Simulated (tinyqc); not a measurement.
Dielectric confinement in a thin film (image charges): sweeps and comparisons. A value that a table varies takes the place of the one given here.

A film |z| < t/2 of dielectric constant eps between half-spaces of dielectric constant e2; lam = (eps - e2)/(eps + e2), q = e^2/(4 pi eps0). The self-energy of a band edge is taken with the high-frequency value, e2 = eh, and the field of a fixed ion with the static one, e2 = eo. A charge at z has images lam^|n| at n t + (-1)^n z. Its self-energy is S(z) = (q/2 eps) sum over n >= 1 of lam^n [1/(n t - 2z) + 1/(n t + 2z)] for odd n and 2 lam^n/(n t) for even n; at the centre S(0) = -(q/(eps t)) ln(1 - lam).

Donor at the centre, lam from the static eo, trial function cos(pi z/t) exp(-rho/l): E(l) = c/(m l^2) - (q/eps) times the integral over k of F(k t) (1 + (k l/2)^2)^(-3/2), with F(x) = F0 + 2 lam exp(-x) G/(1 - lam exp(-x)), F0 = 2[(1 - exp(-x/2))/x + x (1 + exp(-x/2))/(x^2 + 4 pi^2)], G = 2 sinh(x/2)[1/x - x/(x^2 + 4 pi^2)]; c = hbar^2/2m0. The binding energy is -E at the minimum, counted from the subband edge with its self-energy.

Constants: e^2/(4 pi eps0) = 14.39964547 eV angstrom; hbar^2/2m0 = 3.80998211 eV angstrom^2; Ry = 13.60569312 eV.

Parameters, chosen for this exercise (near those of an InGaAs film between layers of a low-k oxide; not measured data):

| symbol | value | unit | meaning |
|---|---|---|---|
| eps | 13.3 |  | dielectric constant of the film |
| eh | 2.1 |  | high-frequency dielectric constant outside |
| eo | 2.7 |  | static dielectric constant outside |
| m | 0.044 | m0 | mass in the plane |
| mz | 0.046 | m0 | mass across the film |
| ts | (12, 18, 26, 38, 55, 80, 120) | angstrom | thicknesses |
| t | 64 | angstrom | film thickness |

## Thinning the film

<S> is the mean over (2/t) cos^2(pi z/t); confinement c (pi/t)^2/mz; donor binding with and without images.

Results:

| t (angstrom) | <S> (meV) | confinement (meV) | binding, no images (meV) | binding (meV) | l (angstrom) |
|---|---|---|---|---|---|
| 12 | 131.8 | 5676.8 | 12.5 | 95.6 | 42.4 |
| 18 | 87.9 | 2523.0 | 12.1 | 77.6 | 48.9 |
| 26 | 60.8 | 1209.3 | 11.7 | 63.5 | 55.8 |
| 38 | 41.6 | 566.1 | 11.1 | 51.0 | 64.3 |
| 55 | 28.8 | 270.2 | 10.4 | 40.8 | 73.9 |
| 80 | 19.8 | 127.7 | 9.5 | 32.4 | 85.3 |
| 120 | 13.2 | 56.8 | 8.6 | 24.9 | 99.8 |

What does this show, and why?

Between 120 and 12 angstrom the binding goes from 24.9 to 95.6 meV; quantum confinement alone would take it from 8.6 to 12.5, so the images supply +16.4 and +83.1 meV. |<S>| goes as 1/t and exceeds the confinement energy beyond 517 angstrom. Hard-wall energies above 300 meV (up to t = 38 angstrom) overstate the confinement: walls are finite and valleys non-parabolic.

## Choice of the surrounding dielectric

The same film between different dielectrics; in this table one value e2 serves for both eo and eh.

Results:

| case | lam | <S> (meV) | binding (meV) | l (angstrom) |
|---|---|---|---|---|
| e2 = 1 | 0.860 | 36.5 | 63.6 | 72.5 |
| e2 = 2.5 | 0.684 | 22.0 | 39.0 | 77.7 |
| e2 = 3.9 | 0.547 | 15.4 | 29.0 | 82.0 |
| e2 = 7.5 | 0.279 | 6.6 | 17.3 | 91.7 |
| e2 = 16 | -0.092 | -1.8 | 8.3 | 110.3 |
| e2 = 25 | -0.305 | -5.6 | 5.1 | 126.3 |
| e2 = 80 | -0.715 | -11.8 | 1.2 | 192.0 |

What can be read from the table?

The binding spans a factor 52.3, from 64 meV in vacuum to 1.2 meV for e2 = 80; going from 3.9 to 25 changes it by -24.0 meV and the band edge by -21.1 meV, so the binding responds 1.14 times as much as the edge (for an orbit much smaller than t the binding would change by twice the change of S(0), -35.8 meV; here l/t = 1.28 for e2 = 3.9).

## What each parameter does

<S> is the mean over (2/t) cos^2(pi z/t). Each row changes one parameter from the base and keeps the others.

Results:

| case | lam from eh | <S> (meV) | binding (meV) | l (angstrom) |
|---|---|---|---|---|
| base | 0.727 | 24.7 | 37.2 | 78.3 |
| t = 74 angstrom | 0.727 | 21.4 | 34.0 | 82.8 |
| eps = 12 | 0.702 | 25.6 | 40.2 | 74.3 |
| eo = 3.8 | 0.727 | 24.7 | 29.6 | 81.7 |
| eh = 2.7 | 0.662 | 20.9 | 37.2 | 78.3 |
| m = 0.053 m0 | 0.727 | 24.7 | 39.9 | 69.8 |

What can be read from the table?

The largest shifts from the base row, up to three for each result and ties (the steps differ in size, so this ranks the rows, not the parameters). lam from eh: eh -0.065, eps -0.025; unchanged at the printed digits by t, eo and m. <S> (meV): eh -3.9, t -3.3, eps +0.9; unchanged at the printed digits by eo and m. binding (meV): eo -7.6, t -3.2, eps +3.0; unchanged at the printed digits by eh. l (angstrom): m -8.5, t +4.5, eps -4.0; unchanged at the printed digits by eh.

(tinyqc, `OMP_NUM_THREADS=1 python tinyqc.py 1252140 1252141 out.jsonl`, Intel(R) Xeon(R) Processor @ 2.30GHz, 1 thread, shared host, about 0.05 s.)
